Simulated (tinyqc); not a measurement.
Plain band against climbing image: nudged elastic band on a two-dimensional model surface. Computed by tinyqc, a small Python program. Command: `OMP_NUM_THREADS=1 python tinyqc.py 3003675 3003676 out.jsonl neb walk`. One thread of a shared host (Intel(R) Xeon(R) Processor @ 2.30GHz), about 0.07 s of CPU time with the checks.

V(x, y) = -A (cos kx + cos ky) - B cos kx cos ky + (C sin ky + S sin kx)(1 - cos kx), k = 2 pi/a; the atom hops from the minimum at (0, 0) to that at (a, 0).

Inputs (values chosen for the exercise, for a model surface):

| quantity | value | unit |
|---|---|---|
| amplitude A | 0.21 | eV |
| amplitude B | -0.049 | eV |
| skew C | 0.062 | eV |
| asymmetry S | 0.018 | eV |
| period a | 3.3 | angstrom |
| spring constant k_s | 0.27 | eV/angstrom^2 |
| step factor eta | 0.57 | angstrom^2/eV |

Surface: adatom on a square lattice. Climbing image: on.

Method:
- Newton steps x(new) = x - H^-1 grad V (moves limited to 0.3 angstrom) from (0, 0), (a, 0) and (a/2, 0) give the two minima and the saddle.
- Tangent at image i: towards the higher neighbour if the energies rise or fall through i; at a maximum or minimum, tau = t+ dmax + t- dmin if V(i+1) > V(i-1), else t+ dmin + t- dmax, with t+ = R(i+1) - R(i), t- = R(i) - R(i-1) and dmax, dmin the larger and smaller of |V(i+1) - V(i)| and |V(i-1) - V(i)|; then normalise. Force F = -grad V + (grad V.tau) tau + k_s (|t+| - |t-|) tau.
- With a climbing image, the highest image feels instead F = -grad V + 2 (grad V.tau) tau and no spring.
- Update R(new) = R + eta F; the end points stay fixed.
- Images are counted without the end points, and convergence is judged on the largest force on an image. Each run starts on the straight line with the same k_s and eta, for at most 1500 iterations; errors are against the Newton saddle; a dash marks a run that did not reach 1e-4 eV/angstrom.

positions (angstrom):
```
              x         y
start   0.00000   0.00000
end     3.30000   0.00000
saddle  1.52270  -0.23264
```

energies (eV): start -0.371000, end -0.371000, saddle -0.072705

barrier from the start = 0.298295 eV

Error of the highest image (meV) and iterations:

| images | plain, error | plain, iterations | climbing, error | climbing, iterations |
|---|---|---|---|---|
| 2 | -52.721 | 12 | 0 | 26 |
| 3 | -4.427 | 12 | 0 | 23 |
| 4 | -12.515 | 12 | 0 | 39 |
| 5 | -4.420 | 15 | 0 | 36 |
| 6 | -3.637 | 19 | 0 | 54 |
| 8 | -1.005 | 27 | 0 | 61 |
| 10 | -0.185 | 34 | 0 | 53 |

What does the comparison show, and why?

The plain band underestimates the barrier by 0.18 to 52.72 meV, depending on how near an image falls to the saddle (worst for 2 images, best for 10). The climbing image is within about 0.001 meV in every converged run, so few images suffice for the barrier.

Extremes, crossings and ranges named in words are read from the listed rows.
